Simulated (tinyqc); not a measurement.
Time-domain thermoreflectance: layered heat flow under a modulated pulse train, and what the signal ratio measures: one step, computed by the program tinyqc.

Pulses repeat at 80 MHz; heat is laid down at the surface, all layers are isotropic, and the film is in perfect contact with the substrate.

Problem. Length and time scales. Penetration depth sqrt(kappa/(pi f C)); effusivity sqrt(kappa C); cooling time of the metal d C_m/G; Kapitza length kappa/G.

Inputs (values chosen for the exercise, modelled on aluminium on GaAs):

| quantity | value | unit |
|---|---|---|
| metal thickness d | 85 | nm |
| metal heat capacity | 2.42 | MJ/(m^3 K) |
| boundary conductance G under the metal | 84 | MW/(m^2 K) |
| substrate conductivity kappa | 43.6 | W/(m K) |
| substrate heat capacity C | 1.76 | MJ/(m^3 K) |
| modulation frequency f | 2 | MHz |
| spot radius w (1/e^2, pump and probe) | 5.1 | micrometre |

Stack: metal, film, substrate.

Give: penetration depth; effusivity; cooling time of the metal; Kapitza length; depth over spot radius.

Solution.

penetration depth = 1.986 micrometre

effusivity = 8760 W s^(1/2)/(m^2 K)

cooling time of the metal = 2449 ps

Kapitza length = 519.0 nm

depth over spot radius = 0.3893

The penetration depth is not small against the spot, so radial spreading in the substrate matters at f.
